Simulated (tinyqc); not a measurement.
MP2 on RHF in the 3-21g basis, for H2, spin multiplicity 1, step by step. One step of it, computed by the program tinyqc.

Task: Integrals over molecular orbitals. (pq|rs) = sum C_ip C_jq C_kr C_ls (ij|kl), one index at a time.

coefficients C:
```
,MO1,MO2,MO3,MO4
1H 1s,0.273307,0.129386,0.831808,-1.006705
1H 2s,0.336672,1.402000,-0.668496,1.194979
2H 1s,0.273307,-0.129386,0.831808,1.006705
2H 2s,0.336672,-1.402000,-0.668496,-1.194979
```

core Hamiltonian H = T + V (hartree):
```
,1H 1s,1H 2s,2H 1s,2H 2s
1H 1s,-0.792986,-0.883408,-0.596191,-0.678793
1H 2s,-0.883408,-0.925778,-0.678793,-0.817012
2H 1s,-0.596191,-0.678793,-0.792986,-0.883408
2H 2s,-0.678793,-0.817012,-0.883408,-0.925778
```

Two-electron integrals (ij|kl) in chemists' order, unique and non-zero (hartree):
```
i,j,k,l,(ij|kl)
1,1,1,1,1.140145
2,1,1,1,0.611403
2,1,2,1,0.345152
2,2,1,1,0.626370
2,2,2,1,0.380329
2,2,2,2,0.482957
3,1,1,1,0.279221
3,1,2,1,0.159824
3,1,2,2,0.179300
3,1,3,1,0.098826
3,2,1,1,0.289108
3,2,2,1,0.175988
3,2,2,2,0.221617
3,2,3,1,0.116090
3,2,3,2,0.157802
3,3,1,1,0.605164
3,3,2,1,0.377324
3,3,2,2,0.493555
3,3,3,1,0.279221
3,3,3,2,0.406250
3,3,3,3,1.140145
4,1,1,1,0.406250
4,1,2,1,0.230356
4,1,2,2,0.255724
4,1,3,1,0.116090
4,1,3,2,0.130874
4,1,3,3,0.289108
4,1,4,1,0.157802
4,2,1,1,0.463892
4,2,2,1,0.283744
4,2,2,2,0.367041
4,2,3,1,0.150772
4,2,3,2,0.198404
4,2,3,3,0.463892
4,2,4,1,0.198404
4,2,4,2,0.301384
4,3,1,1,0.377324
4,3,2,1,0.234009
4,3,2,2,0.307306
4,3,3,1,0.159824
4,3,3,2,0.230356
4,3,3,3,0.611403
4,3,4,1,0.175988
4,3,4,2,0.283744
4,3,4,3,0.345152
4,4,1,1,0.493555
4,4,2,1,0.307306
4,4,2,2,0.416681
4,4,3,1,0.179300
4,4,3,2,0.255724
4,4,3,3,0.626370
4,4,4,1,0.221617
4,4,4,2,0.367041
4,4,4,3,0.380329
4,4,4,4,0.482957
```

Give: one-electron integrals over orbitals h = C^T H C; Two-electron integrals over orbitals.

Result:

one-electron integrals over orbitals h = C^T H C (hartree):
```
,1,2,3,4
1,-1.1776,0.0000,-0.1513,0.0000
2,0.0000,-0.5826,0.0000,0.2011
3,-0.1513,0.0000,-0.0053,0.0000
4,0.0000,0.2011,0.0000,0.2751
```

Two-electron integrals over orbitals (pq|rs), unique and non-zero (hartree):
```
p,q,r,s,(pq|rs)
1,1,1,1,0.6166
2,1,2,1,0.1004
2,2,1,1,0.4575
2,2,2,2,0.4154
3,1,1,1,0.1513
3,1,2,2,0.0630
3,1,3,1,0.1062
3,2,2,1,-0.0047
3,2,3,2,0.0350
3,3,1,1,0.5462
3,3,2,2,0.4168
3,3,3,1,0.1298
3,3,3,3,0.5074
4,1,2,1,-0.0807
4,1,3,2,-0.0386
4,1,4,1,0.1203
4,2,1,1,-0.1409
4,2,2,2,-0.0657
4,2,3,1,-0.0808
4,2,3,3,-0.1163
4,2,4,2,0.0777
4,3,2,1,-0.1090
4,3,3,2,-0.0215
4,3,4,1,0.1278
4,3,4,3,0.1621
4,4,1,1,0.6283
4,4,2,2,0.4698
4,4,3,1,0.1902
4,4,3,3,0.5763
4,4,4,2,-0.1693
4,4,4,4,0.7044
```
